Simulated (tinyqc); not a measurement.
Warping of the constant-energy contours: six-band Luttinger-Kohn model.

Six-band Luttinger-Kohn model in the basis |3/2,3/2>, |3/2,1/2>, |3/2,-1/2>, |3/2,-3/2>, |1/2,1/2>, |1/2,-1/2>, electron energies, zero at the top of the unstrained valence band. H = -[rows: (P+Q, -S, R, 0, -S/r2, r2 R); (-S*, P-Q, 0, R, -r2 Q, r32 S); (R*, 0, P-Q, S, r32 S*, r2 Q); (0, R*, S*, P+Q, -r2 R*, -S*/r2); (-S*/r2, -r2 Q, r32 S, -r2 R, P+Dso, 0); (r2 R*, r32 S*, r2 Q, -S/r2, 0, P+Dso)], r2 = sqrt(2), r32 = sqrt(3/2). Levels are twofold.

P = c g1 k^2 - av tr(e); Q = c g2 (kx^2 + ky^2 - 2 kz^2) - (b/2)(exx + eyy - 2 ezz); R = c sqrt3 [-g2 (kx^2 - ky^2) + 2i g3 kx ky] + (sqrt3/2) b (exx - eyy) - i d exy; S = 2 c sqrt3 g3 (kx - i ky) kz - d (exz - i eyz); c = hbar^2/2m0, e the strain tensor (not engineering shear).

Constants: hbar^2/2m0 = 3.80998211 eV angstrom^2.

Values chosen for the exercise (near those of Si; the results hold for these values, not for the real material): Dso = 0.043 eV (spin-orbit splitting); g1 = 4.29 (Luttinger gamma1); g2 = 0.34 (gamma2); g3 = 1.43 (gamma3); E_h = 20 meV (hole energy below the top).

No strain (e = 0). In the plane kz = 0, |k| where the top and second pairs lie E_h below the top, against the angle from [100]; m = c k^2/E_h.

Contours:
```
angle (degrees)  k top (1/angstrom)  k second (1/angstrom)  m top (m0)  m second (m0)
0                            0.0381                 0.0328       0.277          0.205
9                            0.0401                 0.0320       0.307          0.196
18                           0.0453                 0.0309       0.390          0.182
27                           0.0543                 0.0301       0.562          0.172
36                           0.0694                 0.0296       0.916          0.167
45                           0.0819                 0.0294       1.278          0.165
```

What can be read from this table?

The heavy contour reaches 2.148 times as far along [110] as along [100], the light one 0.896 times. The warping follows g3 - g2 = 1.09 and would vanish for g2 = g3. Along [100] the heavy mass is 1/(g1 - 2 g2) = 0.277 at any energy, while the light one is 0.2051, against 1/(g1 + 2 g2) = 0.2012 at the edge, for E_h/Dso = 0.47.

Program tinyqc; command `OMP_NUM_THREADS=1 python tinyqc.py 1080207 1080208 out.jsonl`; about 0.1 s on one thread of a shared Intel(R) Xeon(R) Processor @ 2.30GHz.
